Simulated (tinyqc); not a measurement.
CCD on RHF in the sto-3g basis, for H6, spin multiplicity 1, step by step. One step of it, computed by the program tinyqc.

Problem. CCD: starting amplitudes. t_ij^ab = <ij||ab> / (e_i + e_j - e_a - e_b), whose energy is MP2.

orbital energies (hartree): MO1 -0.720742, MO2 -0.579555, MO3 -0.365801, MO4 0.318079, MO5 0.750372, MO6 1.266073

Two-electron integrals over orbitals (pq|rs), unique and non-zero (hartree):
```
p,q,r,s,(pq|rs)
1,1,1,1,0.448979
2,1,2,1,0.132469
2,2,1,1,0.360722
2,2,2,2,0.398430
3,1,1,1,-0.083829
3,1,2,2,0.033387
3,1,3,1,0.109775
3,2,2,1,0.110399
3,2,3,2,0.135126
3,3,1,1,0.391721
3,3,2,2,0.367391
3,3,3,1,-0.028130
3,3,3,3,0.395158
4,1,2,1,-0.048945
4,1,3,2,0.010515
4,1,4,1,0.080050
4,2,1,1,-0.078023
4,2,2,2,-0.010023
4,2,3,1,0.059460
4,2,3,3,-0.008659
4,2,4,2,0.083919
4,3,2,1,0.080213
4,3,3,2,0.082271
4,3,4,1,-0.011397
4,3,4,3,0.098048
4,4,1,1,0.397314
4,4,2,2,0.371406
4,4,3,1,-0.027694
4,4,3,3,0.387118
4,4,4,2,-0.022427
4,4,4,4,0.404015
5,1,1,1,0.005207
5,1,2,2,0.035323
5,1,3,1,0.032156
5,1,3,3,-0.014392
5,1,4,2,-0.029885
5,1,4,4,-0.002116
5,1,5,1,0.053171
5,2,2,1,0.039556
5,2,3,2,0.001093
5,2,4,1,-0.053894
5,2,4,3,-0.032731
5,2,5,2,0.084439
5,3,1,1,0.083767
5,3,2,2,0.013352
5,3,3,1,-0.063641
5,3,3,3,0.023076
5,3,4,2,-0.077243
5,3,4,4,0.019453
5,3,5,1,0.020865
5,3,5,3,0.084262
5,4,2,1,-0.113962
5,4,3,2,-0.127577
5,4,4,1,0.002310
5,4,4,3,-0.083224
5,4,5,2,-0.006503
5,4,5,4,0.138090
5,5,1,1,0.383218
5,5,2,2,0.406258
5,5,3,1,0.018829
5,5,3,3,0.384565
5,5,4,2,-0.018689
5,5,4,4,0.394518
5,5,5,1,0.033583
5,5,5,3,0.021512
5,5,5,5,0.436394
6,1,2,1,0.001966
6,1,3,2,-0.022149
6,1,4,1,-0.029756
6,1,4,3,0.040359
6,1,5,2,-0.030256
6,1,5,4,0.018838
6,1,6,1,0.066841
6,2,1,1,-0.008572
6,2,2,2,-0.037399
6,2,3,1,-0.029569
6,2,3,3,0.004173
6,2,4,2,0.024437
6,2,4,4,0.005825
6,2,5,1,-0.046852
6,2,5,3,-0.026200
6,2,5,5,-0.036784
6,2,6,2,0.049398
6,3,2,1,-0.049909
6,3,3,2,0.001984
6,3,4,1,0.073574
6,3,4,3,-0.013678
6,3,5,2,-0.052987
6,3,5,4,-0.001291
6,3,6,1,-0.028444
6,3,6,3,0.079043
6,4,1,1,-0.086727
6,4,2,2,0.024669
6,4,3,1,0.104581
6,4,3,3,-0.031190
6,4,4,2,0.061246
6,4,4,4,-0.032729
6,4,5,1,0.028875
6,4,5,3,-0.064616
6,4,5,5,0.021772
6,4,6,2,-0.029165
6,4,6,4,0.114372
6,5,2,1,-0.135199
6,5,3,2,-0.115453
6,5,4,1,0.049685
6,5,4,3,-0.085245
6,5,5,2,-0.041343
6,5,5,4,0.122751
6,5,6,1,-0.002670
6,5,6,3,0.055707
6,5,6,5,0.154412
6,6,1,1,0.482735
6,6,2,2,0.388862
6,6,3,1,-0.091597
6,6,3,3,0.425418
6,6,4,2,-0.086882
6,6,4,4,0.436274
6,6,5,1,0.005967
6,6,5,3,0.095985
6,6,5,5,0.424836
6,6,6,2,-0.010537
6,6,6,4,-0.102193
6,6,6,6,0.552027
```

Give: Starting amplitudes; correlation energy.

Solution.

Starting amplitudes (spin orbitals 1a, 1b, ...; amplitudes related by a flip of all spins are not repeated; the 24 largest):
```
from,to,t
3a 3b,4a 4b,-0.0717
2a 2b,4a 4b,-0.0467
1a 1b,4a 4b,-0.0385
2a 3b,4a 5b,0.0384
3a 3b,5a 5b,-0.0377
2a 2b,5a 5b,-0.0317
1a 3b,4a 6b,-0.0275
3a 3b,6a 6b,-0.0242
1a 2b,4a 5b,0.0228
2a 3a,4a 5a,0.0221
1a 1b,5a 5b,-0.0181
2a 3b,5a 6b,0.0179
1a 1b,6a 6b,-0.0168
2a 3b,4b 5a,-0.0163
1a 3b,4b 6a,0.0151
1a 2b,5a 6b,0.0141
2a 2b,6a 6b,-0.0134
1a 2b,4b 5a,-0.0126
1a 3a,4a 6a,-0.0124
1a 2a,4a 5a,0.0101
1a 1b,4a 6b,0.0098
1a 2b,5b 6a,-0.0091
2a 3a,5a 6a,0.0090
2a 2b,4a 6b,-0.0089
```

correlation energy = -0.050310 hartree
